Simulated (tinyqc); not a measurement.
Worked calculation: three-level Kane dispersion of a narrow-gap semiconductor. Values are carried at full precision from step to step, so a last printed digit may differ when a step is redone from the rounded ones.

Zero of energy at Gamma8, c = hbar^2/2m0, P^2 = Ep c. The free-electron term and remote bands are left out, so the heavy holes are flat at E = 0 and the other three bands obey E (E - Eg)(E + Dso) = P^2 k^2 (E + 2 Dso/3). The conduction band is the highest root; its edge is Ec = max(Eg, 0).

Constants: hbar^2/2m0 = 3.80998211 eV angstrom^2; hbar = 6.58211957e-16 eV s; e^2/(4 pi eps0) = 14.39964547 eV angstrom; muB = 5.788381798e-05 eV/T.

Parameters, chosen for this exercise (near those of grey Sn; not measured data):
```
symbol  value    unit        meaning
Eg      -0.422   eV          E(Gamma6) - E(Gamma8)
Dso     0.81     eV          spin-orbit splitting
Ep      23.5     eV          Kane energy
k       0.019    1/angstrom  wave vector
n       1.3e+17  cm^-3       electron density
eps     22.5                 high-frequency dielectric constant
B       3.9      T           magnetic field
```

## The three bands at one k

Expand the equation into E^3 + a2 E^2 + a1 E + a0 = 0 and give its roots; compare with the two-level form (Dso to infinity) E = Eg/2 +/- sqrt(Eg^2/4 + (2/3) P^2 k^2).

P^2 k^2 = 0.032322 eV^2

a2, a1, a0: [1.232000, 0.309498, -0.017454]

roots (eV): [-0.8376, -0.4416, 0.0472]

two-level form (eV): [-0.4680, 0.0460]

The two-level form misses the highest root by -1.2 meV. The order is inverted: the band that would be the light hole curves upward from Gamma8 and touches the heavy holes, so there is no gap.

## Mass at the edge and limiting velocity

For Eg < 0 the conduction band starts at Gamma8 with m0* = 3 |Eg|/(2 Ep). In the two-level form the velocity tends to v = sqrt(2/3) P/hbar, and |Eg| = 2 m v^2 with m = 3 |Eg|/(2 Ep), as for a relativistic particle. 1 angstrom = 1e-10 m.

m0* = 0.02694 m0
P = 9.4623 eV angstrom
v = 1.174e+06 m/s
k at which the linear part sets in, |Eg|/(2 hbar v) = 0.02731 1/angstrom

## Fermi level and mass at a given density

Degenerate electrons at T = 0: kF = (3 pi^2 n)^(1/3), 1 cm^-3 = 1e-24 angstrom^-3; EF is the highest root at kF. The momentum (cyclotron, optical) mass is m(E) = hbar^2 k/(dE/dk) = c d(k^2)/dE with d(k^2)/dE = k^2 [1/E + 1/(E - Eg) + 1/(E + Dso) - 1/(E + 2 Dso/3)]; the density of states is k d(k^2)/dE/(2 pi^2).

Edge mass m0* = 3 |Eg|/(2 Ep).

Compare EF - Ec with the parabolic value c kF^2/m0*.

kF = 0.01567 1/angstrom
EF - Ec = 0.0329 eV
parabolic value = 0.0347 eV
m(EF) = 0.03001 m0
m(EF)/m0* = 1.114
density of states at EF = 6.254e+18 1/(eV cm^3)

The parabola overstates EF - Ec by a factor of 1.06; (EF - Ec)/|Eg| = 0.08, and the two-level rule 1 + 2 (EF - Ec)/|Eg| = 1.156 estimates the mass ratio.

## Plasma and cyclotron energies

hbar wp = sqrt(8 pi c (e^2/4 pi eps0) n/(eps m)), hbar wc = 2 muB B/m (classical limit), with m = m(EF) and, for comparison, the edge mass; n in angstrom^-3.

hbar wp with m(EF), with m0* (meV): [16.29, 17.20]

hbar wc with m(EF), with m0* (meV): [15.04, 16.76]

hbar wc is not small against EF - Ec = 32.9 meV, so fewer than ten Landau levels are filled and the classical value is only a guide.

## Checks

- Roots of the cubic against the 8 x 8 Kane matrix without remote terms: they agree to 1e-10 or better.
- m(E) near the edge against m0*: both 0.02694.

Computed by tinyqc, a small Python program: `OMP_NUM_THREADS=1 python tinyqc.py 1051185 1051186 out.jsonl` (the numbers bound the seed that draws the inputs); one thread of a shared host (Intel(R) Xeon(R) Processor @ 2.30GHz), about 0.01 s for the whole set of steps.
